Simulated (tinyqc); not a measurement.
# Electron mobility in a silicon inversion layer, empirical terms and Matthiessen rule: effect of the temperature

Inversion layer of sheet density Ns on a uniformly doped body, under a high-permittivity gate with an interlayer. The mobility terms are empirical power laws with prefactors chosen for the exercise; adding their inverses (Matthiessen) is itself an approximation.

Nc and Nv are given at 300 K and scale as (T/300 K)^1.5; Eg is fixed. ni = sqrt(Nc Nv) exp(-Eg/(2 Vt)), Eg in volts; Ndep = sqrt(2 eps0 eps_r Nb (2 Vt ln(Nb/ni) + Vsb)/q); E = q (Ndep + eta Ns)/(eps0 eps_r), in MV/cm. With t = T/(300 K): muC = Ac (Ns/1e12 cm^-2) t/(Nb/1e17 cm^-3 + Nit/1e11 cm^-2), muP = Ap E^(-1/3) t^(-1.75), muS = As E^(-gs), muR = Ar exp(2 ti/lr)/t; 1/mu is the sum of the inverses.

Inputs (values chosen for the exercise); material values close to those of silicon: band gap Eg = 1.13 eV; relative permittivity of the semiconductor eps_r = 11.6; conduction-band density of states at the reference temperature Nc = 2.75e19 cm^-3; valence-band density of states at the reference temperature Nv = 2.63e19 cm^-3; body doping Nb = 6.3e16 cm^-3; reverse body bias Vsb = 1 V; weight of the inversion charge in the effective field eta = 0.5; phonon-limited mobility at 1 MV/cm and 300 K Ap = 442 cm^2/(V s); roughness-limited mobility at 1 MV/cm As = 1120 cm^2/(V s); exponent of the roughness term gs = 2; Coulomb prefactor Ac = 3900 cm^2/(V s); charge at the interface Nit = 9.8e10 cm^-2; remote-phonon mobility without interlayer Ar = 150 cm^2/(V s); interlayer thickness ti = 0.6 nm; decay length of remote phonons lr = 0.5 nm; inversion density Ns = 5.8e12 cm^-2.

Constants: q = 1.602176634e-19 C, kB = 1.380649e-23 J/K, Vt = kB T/q, eps0 = 8.8541878128e-14 F/cm where lengths are in cm. Results are converted to the units shown.

Effect of the temperature:
```
T (K)  E (MV/cm)  muC (cm^2/(V s))  muP (cm^2/(V s))  muS (cm^2/(V s))  muR (cm^2/(V s))  mu (cm^2/(V s))
120       0.6523              5620              2533              2632              4134            837.2
160       0.6501              7493              1533              2650              3100            673.1
200       0.6478              9366              1039              2669              2480            541.3
250       0.6446           1.171e4             704.0              2695              1984            420.0
300       0.6414           1.405e4             512.5              2723              1653            334.0
350       0.6379           1.639e4             392.1              2753              1417            271.7
400       0.6342           1.873e4             311.0              2784              1240            225.5
450       0.6304           2.107e4             253.5              2818              1102            190.3
```

As T goes from 120 to 450 K, E falls from 0.652 to 0.630 MV/cm and mu falls from 837 to 190 cm^2/(V s). The phonon term is the smallest in the first and the last row. For T = 120 to 160 K dopant freeze-out and degenerate screening, left out here, matter.

tinyqc, about 0.01 s, one thread, Intel Xeon 2.30GHz (shared host): `OMP_NUM_THREADS=1 python tinyqc.py 2510031 2510032 out.jsonl`
